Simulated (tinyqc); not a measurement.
Short-channel transistor, virtual-source model with series resistance: one step of the calculation.

The current per gate width is the charge at the top of the source barrier (the virtual source) times its velocity times a saturation function; al and be are fitting constants of the model. Units: I in uA/um, Rs in ohm um, so I Rs = 1e-6 I Rs in volts; Q in uC/cm^2, so I = 1e-4 Q vx0 Fsat with vx0 in cm/s.

Task. What the series resistance costs. Intrinsic voltages Vg' = Vgs - I Rs, Vd' = Vds - 2 I Rs. n = n0 + nd Vd', VT = VT0 - dl Vd', Ff = 1/(1 + exp((Vg' - VT + al Vt/2)/(al Vt))), Q = Cinv n Vt ln(1 + exp((Vg' - VT + al Vt Ff)/(n Vt))), Vdsat = (vx0 L/mu)(1 - Ff) + Vt Ff, Fsat = u/(1 + u^be)^(1/be) with u = Vd'/Vdsat, and I = Q vx0 Fsat per width. I0 is the current for Rs = 0. Effective velocity I/Q; transit time L Q/I.

Parameters, values chosen for the exercise:

| symbol | value | unit | meaning |
|---|---|---|---|
| T | 300 | K | temperature |
| Cinv | 2.16 | uF/cm^2 | inversion capacitance |
| vx0 | 2.57e7 | cm/s | velocity at the virtual source |
| mu | 91 | cm^2/(V s) | apparent mobility |
| L | 16 | nm | channel length |
| VT0 | 0.326 | V | threshold at zero drain voltage |
| dl | 0.161 | V/V | drain-induced barrier lowering |
| n0 | 1.09 |  | subthreshold factor |
| nd | 0.2 | 1/V | growth of n with drain voltage |
| al | 3.5 |  | threshold shift (in units of Vt) from weak to strong inversion |
| be | 1.4 |  | sharpness of saturation |
| Rs | 50 | ohm um | series resistance of each contact |
| Vgs | 0.6 | V | gate voltage |
| Vds | 0.05 | V | drain voltage |

Constants: q = 1.602176634e-19 C, kB = 1.380649e-23 J/K, Vt = kB T/q. Results are converted to the units shown.

converged I = 127.17279 uA/um
I0 = 173.28020 uA/um

Give: loss against I0; effective velocity; transit time.

Result.

loss against I0 = 26.61 %
effective velocity = 2.131e6 cm/s
transit time = 0.7507 ps

tinyqc, about 0.01 s, one thread, Intel Xeon 2.30GHz (shared host): `OMP_NUM_THREADS=1 python tinyqc.py 2380075 2380076 out.jsonl`
